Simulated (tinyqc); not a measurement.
Doping: the thermoelectric optimum: Boltzmann transport in a parabolic band with a power-law relaxation time.

F_j(eta) = (1/Gamma(j + 1)) integral_0^infinity x^j dx/(1 + exp(x - eta)), which tends to exp(eta) for eta << 0.

n = N F_1/2(eta) with N = 2 (m kB T/(4 pi c))^(3/2) with c = hbar^2/2m0, in 1/angstrom^3; times 1e24 for 1/cm^3, m = md.

tau = tau0 x^r with x = E/kT. With K_j = Gamma(j + 1) F_j(eta): <tau> = tau0 (r + 3/2) K_(r+1/2)/((3/2) K_(1/2)); mu = <tau>/(mc m0/e), m0/e = 5.685630e-12 kg/C; Hall factor rH = (3/2) K_(1/2) (2r + 3/2) K_(2r+1/2)/((r + 3/2) K_(r+1/2))^2; Seebeck S = -(kB/e) [(r + 5/2) K_(r+3/2)/((r + 3/2) K_(r+1/2)) - eta]; Lorenz number L = (kB/e)^2 [(r + 7/2) K_(r+5/2)/((r + 3/2) K_(r+1/2)) - ((r + 5/2) K_(r+3/2)/((r + 3/2) K_(r+1/2)))^2]; kB/e in V/K. Valley anisotropy is left out of rH.

Constants: hbar^2/2m0 = 3.80998211 eV angstrom^2; kB = 8.617333262e-05 eV/K.

Values chosen for the exercise (masses near those of Si; tau0 is set for a mobility of the usual size at this n, kL is a free input; freeze-out and phonon drag, which matter near 77 K, are left out; shifted at random, so the results belong to these values and not to a real crystal):

| symbol | value | unit | meaning |
|---|---|---|---|
| md | 1.063 | m0 | density-of-states mass |
| mc | 0.2614 | m0 | conductivity mass |
| tau0 | 27 | fs | tau at E = kT |
| r | -0.5 |  | exponent of tau |
| T | 500 | K |  |
| kL | 40 | W/(m K) | lattice thermal conductivity |

tau0 is held fixed. sigma = e n mu with e = 1.602176634e-19 C; ZT = S^2 sigma T/(kL + L sigma T).

Results:

| n (1/cm^3) | eta | mu (cm^2/(V s)) | sigma (S/cm) | rH | S (microvolt/K) | L (1e-8) | S^2 sigma (mW/(m K^2)) | ZT |
|---|---|---|---|---|---|---|---|---|
| 6.0e+17 | -4.59 | 136 | 13.1 | 1.177 | -568 | 1.487 | 0.423 | 0.0053 |
| 2.0e+18 | -3.38 | 136 | 43.6 | 1.176 | -465 | 1.491 | 0.941 | 0.012 |
| 6.0e+18 | -2.25 | 135 | 129 | 1.171 | -371 | 1.504 | 1.78 | 0.022 |
| 2.0e+19 | -0.97 | 130 | 418 | 1.156 | -270 | 1.545 | 3.05 | 0.038 |
| 4.0e+19 | -0.15 | 125 | 802 | 1.139 | -214 | 1.599 | 3.68 | 0.045 |
| 7.0e+19 | 0.58 | 118 | 1.33e+03 | 1.118 | -172 | 1.673 | 3.90 | 0.047 |
| 1.0e+20 | 1.11 | 113 | 1.81e+03 | 1.102 | -146 | 1.737 | 3.85 | 0.046 |
| 3.0e+20 | 3.31 | 90.1 | 4.33e+03 | 1.049 | -80 | 2.021 | 2.76 | 0.031 |
| 6.0e+20 | 5.51 | 74.3 | 7.14e+03 | 1.024 | -51 | 2.213 | 1.85 | 0.019 |
| 1.0e+21 | 7.86 | 63.5 | 1.02e+04 | 1.013 | -36 | 2.317 | 1.32 | 0.013 |

|S| falls by 197 microvolt/K from the first to the third row (198 a decade in the non-degenerate range; holes, which count near the intrinsic density, and non-parabolicity are left out). The power factor peaks at 7e+19 1/cm^3 of those listed (eta = 0.58, S = -172); ZT is largest at 7e+19 1/cm^3 (eta = 0.58). mu changes by a factor 0.47 over the table and rH goes from 1.177 to 1.013. A real tau0 would fall with doping.

Program tinyqc; command `OMP_NUM_THREADS=1 python tinyqc.py 1651085 1651086 out.jsonl`; about 0.01 s on one thread of a shared Intel(R) Xeon(R) Processor @ 2.30GHz.
